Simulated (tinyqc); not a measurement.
When U turns negative: defect-molecule model of a vacancy with Jahn-Teller distortion.

Four dangling hybrids a, b, c, d point into the vacancy: H_ii = E0, and -gm between any two. A tetragonal distortion Q pairs a with b and c with d: those two couplings become -gm - I Q and the other four -gm + I Q/2, at an elastic cost k Q^2/2. The a1 level holds two electrons; charge states 2+, + and 0 put n = 0, 1, 2 more into the lowest level of t2 origin. Energy from the 2+ state at Q = 0, with the Fermi level mu counted from Ev: W_n(Q) = n (et - 2 I Q) + k Q^2/2 + Uc n (n - 1)/2 - n mu. et = E0 + gm is the undistorted t2 level.

Values chosen for the exercise (of the size used for the vacancy in silicon; not measured data): E0 = -0.08 eV (level of a dangling hybrid, from Ev); gm = 0.36 eV (coupling between two dangling hybrids); I = 0.92 eV/angstrom (Jahn-Teller coupling); Uc = 0.13 eV (repulsion of two electrons in one orbital).

The force constant is varied. E_JT = 2 I^2/k, E(2+/+) = et - E_JT, E(+/0) = et - 3 E_JT + Uc, U_eff = Uc - 2 E_JT.

Against k:

| k (eV/angstrom^2) | E_JT (eV) | (2+/+) (eV) | (+/0) (eV) | U_eff (eV) | Q of the neutral state (angstrom) |
|---|---|---|---|---|---|
| 8 | 0.2116 | 0.0684 | -0.2248 | -0.2932 | 0.4600 |
| 12 | 0.1411 | 0.1389 | -0.0132 | -0.1521 | 0.3067 |
| 16 | 0.1058 | 0.1742 | 0.0926 | -0.0816 | 0.2300 |
| 24 | 0.0705 | 0.2095 | 0.1984 | -0.0111 | 0.1533 |
| 32 | 0.0529 | 0.2271 | 0.2513 | 0.0242 | 0.1150 |
| 48 | 0.0353 | 0.2447 | 0.3042 | 0.0595 | 0.0767 |
| 96 | 0.0176 | 0.2624 | 0.3571 | 0.0947 | 0.0383 |

Give the missing row, k (eV/angstrom^2) = 64.

Computed row:
```
k (eV/angstrom^2)  E_JT (eV)  (2+/+) (eV)  (+/0) (eV)  U_eff (eV)  Q of the neutral state (angstrom)
64                    0.0265       0.2535      0.3306      0.0771                             0.0575
```

k at which U_eff = 0 = 26.04 eV/angstrom^2

Levels below 0 lie in the valence band. U_eff is negative for k below 4 I^2/Uc = 26.0: 4 of the 8 rows. The gain grows as n^2, so the second electron wins 3 E_JT where the first wins E_JT. For a stiff lattice the levels tend to et = 0.280 and et + Uc = 0.410 eV.

Run: tinyqc, `OMP_NUM_THREADS=1 python tinyqc.py 1451823 1451824 out.jsonl`; Intel(R) Xeon(R) Processor @ 2.30GHz, one thread, shared host; about 0.01 s of CPU time with all checks.
